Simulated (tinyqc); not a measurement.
One rectangular barrier with mass mismatch, transfer matrices: effect of the barrier width.

One electron of energy E comes from the left lead (band edge 0); no transverse momentum. Parabolic bands, masses in units of m0, C = hbar^2/(2 m0); psi and psi'/m are continuous at every interface. The right lead equals the left one.

For the pair (psi, psi'/m) a flat layer has M = [[cos kd, (m/k) sin kd], [-(k/m) sin kd, cos kd]] with k = sqrt(m (E - U)/C) above its edge U, and M = [[cosh Kd, (m/K) sinh Kd], [(K/m) sinh Kd, cosh Kd]] with K = sqrt(m (U - E)/C) below it. The matrices are multiplied with later layers to the left. With M acting on (psi, psi'/m) and v = k/m in each lead, T(E) = 4 vL vR/[(vL vR M12 - M21)^2 + (vR M11 + vL M22)^2]. For a thick barrier T(E) tends to c exp(-2Kd), c = 16 g^2/(1 + g^2)^2, g = (K/m1)/vL.

Parameters, values chosen for the exercise; masses and offsets close to those of InGaAs wells and InP barriers: mass in the left lead mL = 0.041 m0; barrier height U1 = 0.25 eV; barrier mass m1 = 0.081 m0; electron energy E = 0.089 eV.

Constants: q = 1.602176634e-19 C, hbar = 1.054571817e-34 J s, m0 = 9.1093837015e-31 kg, hbar^2/(2 m0) = 0.0380998212 eV nm^2. Results are converted to the units shown.

Effect of the barrier width:

| d1 (nm) | K d | T(E) | c exp(-2Kd) |
|---|---|---|---|
| 0.51 | 0.2984 | 0.9159 | 2.198 |
| 1.3 | 0.7606 | 0.5881 | 0.8722 |
| 2.09 | 1.223 | 0.2932 | 0.3461 |
| 2.88 | 1.685 | 0.1284 | 0.1373 |
| 3.67 | 2.147 | 0.05303 | 0.05448 |
| 4.47 | 2.615 | 0.02114 | 0.02136 |
| 5.26 | 3.077 | 0.008441 | 0.008477 |
| 6.05 | 3.540 | 0.003358 | 0.003364 |
| 6.84 | 4.002 | 0.001334 | 0.001335 |

T(E) falls from 0.916 to 0.00133. Here g = 0.957 and c = 3.99. The thick-barrier form is 2.40 times the exact value at Kd = 0.30 and 0.067 % above it at Kd = 4.0; at the end T(E) loses 0.508 decades a nanometre, against 2K/ln 10 = 0.508. In 1 of the 9 rows a layer is thinner than 0.8 nm, a few atomic planes, where an effective mass is a rough description.

Numbers from tinyqc (`OMP_NUM_THREADS=1 python tinyqc.py 2560107 2560108 out.jsonl`; about 0.01 s on one thread of a shared Intel Xeon 2.30GHz).
